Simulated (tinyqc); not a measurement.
Worked calculation: RKS/LDA (PW92) in the sto-6g basis, for H6, spin multiplicity 1. One step of it, computed by the program tinyqc.

Problem. Iteration 11 (converged): orbitals. Diagonalise F' = X^T F X, C = X C', fill 3 alpha and 3 beta electrons from the bottom; D = 2 C_occ C_occ^T. Each column has its largest component positive (the first on a tie).

converged F (hartree), lower triangle:
```
           1H 1s      2H 1s      3H 1s      4H 1s      5H 1s      6H 1s
1H 1s  -0.127595
2H 1s  -0.159430  -0.134698
3H 1s  -0.011694  -0.096322  -0.136432
4H 1s  -0.000862  -0.011690  -0.160178  -0.136450
5H 1s  -0.000018  -0.000405  -0.011712  -0.096467  -0.134675
6H 1s  -0.000001  -0.000018  -0.000862  -0.011694  -0.159214  -0.127554
```

X, lower triangle:
```
           1H 1s      2H 1s      3H 1s      4H 1s      5H 1s     6H 1s
1H 1s   1.035355
2H 1s  -0.158458   1.047817
3H 1s   0.012853  -0.094683   1.048088
4H 1s  -0.002048   0.013028  -0.160306   1.048127
5H 1s   0.000200  -0.001165   0.013044  -0.094823   1.047750
6H 1s  -0.000035   0.000200  -0.002048   0.012855  -0.158217  1.035251
```

Give: F' = X^T F X; orbital energies; coefficients C; D after iteration 11.

Solution.

F' = X^T F X (hartree), lower triangle:
```
        1       2       3       4       5       6
1  -0.088
2  -0.135  -0.081
3   0.014  -0.084  -0.082
4  -0.003   0.015  -0.137  -0.082
5   0.000  -0.002   0.015  -0.085  -0.081
6   0.000   0.000  -0.003   0.014  -0.135  -0.088
```

orbital energies (hartree): MO1 -0.266, MO2 -0.231, MO3 -0.185, MO4 -0.022, MO5 0.062, MO6 0.141

coefficients C:
```
         MO1     MO2     MO3     MO4     MO5     MO6
1H 1s  0.217   0.403   0.423  -0.509  -0.568  -0.356
2H 1s  0.328   0.447   0.270   0.316   0.619   0.519
3H 1s  0.436   0.131  -0.420   0.521  -0.175  -0.669
4H 1s  0.436  -0.133  -0.419  -0.520  -0.177   0.669
5H 1s  0.328  -0.446   0.272  -0.318   0.618  -0.518
6H 1s  0.217  -0.402   0.424   0.511  -0.567   0.355
```

D after iteration 11, lower triangle:
```
        1H 1s   2H 1s   3H 1s   4H 1s  5H 1s  6H 1s
1H 1s   0.778
2H 1s   0.732   0.760
3H 1s  -0.060   0.176   0.768
4H 1s  -0.272  -0.060   0.698   0.768
5H 1s   0.012  -0.037  -0.060   0.176  0.760
6H 1s   0.129   0.012  -0.273  -0.060  0.732  0.778
```
